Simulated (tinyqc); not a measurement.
MP2 on RHF in the sto-6g basis, for H4, spin multiplicity 1, step by step. One step of it, computed by the program tinyqc.

Problem. Integrals over molecular orbitals. (pq|rs) = sum C_ip C_jq C_kr C_ls (ij|kl), one index at a time.

coefficients C:
```
,MO1,MO2,MO3,MO4
1H 1s,0.250295,0.528410,0.903041,-0.896747
2H 1s,0.396575,0.400299,-0.654923,1.554018
3H 1s,0.396575,-0.400299,-0.654923,-1.554018
4H 1s,0.250295,-0.528410,0.903041,0.896747
```

core Hamiltonian H = T + V (hartree), lower triangle:
```
,1H 1s,2H 1s,3H 1s,4H 1s
1H 1s,-1.701368
2H 1s,-1.449980,-2.077458
3H 1s,-0.578397,-1.441131,-2.077458
4H 1s,-0.184168,-0.578397,-1.449980,-1.701368
```

Two-electron integrals (ij|kl) in chemists' order, unique and non-zero (hartree):
```
i,j,k,l,(ij|kl)
1,1,1,1,0.774999
2,1,1,1,0.447836
2,1,2,1,0.301276
2,2,1,1,0.572256
2,2,2,1,0.447836
2,2,2,2,0.774999
3,1,1,1,0.126323
3,1,2,1,0.092267
3,1,2,2,0.151533
3,1,3,1,0.032101
3,2,1,1,0.265689
3,2,2,1,0.217671
3,2,2,2,0.402604
3,2,3,1,0.085157
3,2,3,2,0.250314
3,3,1,1,0.335895
3,3,2,1,0.281070
3,3,2,2,0.542147
3,3,3,1,0.126323
3,3,3,2,0.402604
3,3,3,3,0.774999
4,1,1,1,0.032579
4,1,2,1,0.024340
4,1,2,2,0.041081
4,1,3,1,0.009049
4,1,3,2,0.025097
4,1,3,3,0.041081
4,1,4,1,0.002731
4,2,1,1,0.084277
4,2,2,1,0.068461
4,2,2,2,0.126323
4,2,3,1,0.028308
4,2,3,2,0.085157
4,2,3,3,0.151533
4,2,4,1,0.009049
4,2,4,2,0.032101
4,3,1,1,0.183470
4,3,2,1,0.149432
4,3,2,2,0.281070
4,3,3,1,0.068461
4,3,3,2,0.217671
4,3,3,3,0.447836
4,3,4,1,0.024340
4,3,4,2,0.092267
4,3,4,3,0.301276
4,4,1,1,0.231501
4,4,2,1,0.183470
4,4,2,2,0.335895
4,4,3,1,0.084277
4,4,3,2,0.265689
4,4,3,3,0.572256
4,4,4,1,0.032579
4,4,4,2,0.126323
4,4,4,3,0.447836
4,4,4,4,0.774999
```

Give: one-electron integrals over orbitals h = C^T H C; Two-electron integrals over orbitals.

Solution.

one-electron integrals over orbitals h = C^T H C (hartree), lower triangle:
```
,1,2,3,4
1,-2.1483
2,0.0000,-1.7886
3,0.1876,0.0000,-1.2952
4,0.0000,-0.1595,0.0000,-0.6551
```

Two-electron integrals over orbitals (pq|rs), unique and non-zero (hartree):
```
p,q,r,s,(pq|rs)
1,1,1,1,0.5527
2,1,2,1,0.1634
2,2,1,1,0.4954
2,2,2,2,0.5125
3,1,1,1,-0.0870
3,1,2,2,0.0005
3,1,3,1,0.1071
3,2,2,1,0.1015
3,2,3,2,0.1311
3,3,1,1,0.5101
3,3,2,2,0.5046
3,3,3,1,-0.0250
3,3,3,3,0.5314
4,1,2,1,0.0448
4,1,3,2,-0.0442
4,1,4,1,0.0907
4,2,1,1,0.0925
4,2,2,2,0.0194
4,2,3,1,-0.0949
4,2,3,3,0.0214
4,2,4,2,0.1031
4,3,2,1,-0.1530
4,3,3,2,-0.1001
4,3,4,1,-0.0433
4,3,4,3,0.1670
4,4,1,1,0.5902
4,4,2,2,0.5352
4,4,3,1,-0.0963
4,4,3,3,0.5599
4,4,4,2,0.1090
4,4,4,4,0.6781
```
